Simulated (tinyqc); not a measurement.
Biaxial strain splits the top of the valence band: sp3s* tight binding, strained.

sp3s* tight binding, nearest neighbours only: anion (a) at 0, cation (c) at a/4 (1,1,1), orbitals s, px, py, pz, s* on each; k in units of 2 pi/a. With phases e_j = exp(i (pi/2) k.n_j) for n = (1,1,1), (1,-1,-1), (-1,1,-1), (-1,-1,1): g0 = (e1+e2+e3+e4)/4, g1 = (e1+e2-e3-e4)/4, g2 = (e1-e2+e3-e4)/4, g3 = (e1-e2-e3+e4)/4. The diagonal holds the levels Esa, Epa, Exa (s*) and Esc, Epc, Exc. Anion-cation block: <sa|sc> = Vss g0; <sa|xc> = Vsapc g1; <xa|sc> = -Vscpa g1; <xa|xc> = Vxx g0; <xa|yc> = <ya|xc> = Vxy g3, <xa|zc> = <za|xc> = Vxy g2, <ya|zc> = <za|yc> = Vxy g1; <s*a|xc> = Vxapc g1; <xa|s*c> = -Vpaxc g1; y and z take g2 and g3 in place of g1; s-s* and s*-s* vanish.

Strain e moves each bond vector to d = (1 + e) d0 (no internal displacement for the diagonal strains used here) and k is given in fractions of the strained reciprocal cell, so the phases stay. Two-centre values Vss_sigma = Vss/4, Vsp_sigma = sqrt3 V/4 for each s-p and s*-p pair, Vpp_sigma = (Vxx + 2 Vxy)/4, Vpp_pi = (Vxx - Vxy)/4 are scaled by (d0/d)^eta and combined with the new direction cosines; the levels on the diagonal stay.

Inputs chosen for the exercise (near a published set for GaP, fitted to gaps, whose masses and valley positions are rough; spin-orbit coupling, where it is added without a refit, lifts the valence top and shrinks all gaps by about a third of the splitting; not measured data): Esa = -8.128 eV (s level of the anion); Epa = 1.126 eV (p level of the anion); Esc = -2.2 eV (s level of the cation); Epc = 4.126 eV (p level of the cation); Exa = 8.509 eV (s* level of the anion); Exc = 7.174 eV (s* level of the cation); Vss = -7.473 eV (s-s); Vxx = 2.152 eV (px-px); Vxy = 5.152 eV (px-py); Vsapc = 4.271 eV (s anion, p cation); Vscpa = 6.319 eV (s cation, p anion); Vxapc = 4.666 eV (s* anion, p cation); Vpaxc = 5.109 eV (p anion, s* cation); eta = 3 (scaling exponent); D001 = 0.84 (ratio -ezz/exx).

No spin-orbit coupling; k = 0; exx = eyy = e, ezz = -D001 e. The four bonds keep equal lengths, and the sums over them give Vxx(e) for px and py and Vzz(e) for pz; each level is the lower root of [[Epa, V], [V, Epc]], and the s level the upper root of the s block. The shear potential b follows from E(x,y) - E(z) = 3 b (exx - ezz), taken as the slope between e = -0.005 and 0.005.

Couplings and levels at Gamma (eV):

| e | ezz | Vxx(e) | Vzz(e) | E(x,y) | E(z) | E(x,y) - E(z) (meV) | upper s level |
|---|---|---|---|---|---|---|---|
| -0.020 | 0.0168 | 2.0706 | 2.4639 | 0.0692 | -0.2586 | 327.7 | 3.0360 |
| -0.010 | 0.0084 | 2.1125 | 2.3057 | 0.0351 | -0.1246 | 159.7 | 2.9558 |
| -0.005 | 0.0042 | 2.1326 | 2.2283 | 0.0187 | -0.0601 | 78.8 | 2.9156 |
| 0.005 | -0.0042 | 2.1708 | 2.0769 | -0.0126 | 0.0641 | -76.7 | 2.8350 |
| 0.020 | -0.0168 | 2.2236 | 1.8585 | -0.0563 | 0.2377 | -294.0 | 2.7139 |

Give the missing row, e = 0.010, ezz = -0.0084.

Computed row:
```
e          ezz  Vxx(e)  Vzz(e)   E(x,y)    E(z)  E(x,y) - E(z) (meV)  upper s level
0.010  -0.0084  2.1890  2.0029  -0.0276  0.1237               -151.3         2.7947
```

b = -2.818 eV

Under tension in the plane (e > 0) the bonds tilt towards the plane, Vxx grows to 2.1890 and Vzz falls to 2.0029 eV at e = 0.01, and the pz state forms the top of the valence band, by 151.3 meV; under compression (e = -0.01) the px, py pair does, by 159.7 meV. The slope gives b = -2.82 eV, a rough value, since on-site strain terms are left out (measured values lie near -2 eV).

(tinyqc, `OMP_NUM_THREADS=1 python tinyqc.py 1481774 1481775 out.jsonl`, Intel(R) Xeon(R) Processor @ 2.30GHz, 1 thread, shared host, about 0.2 s.)
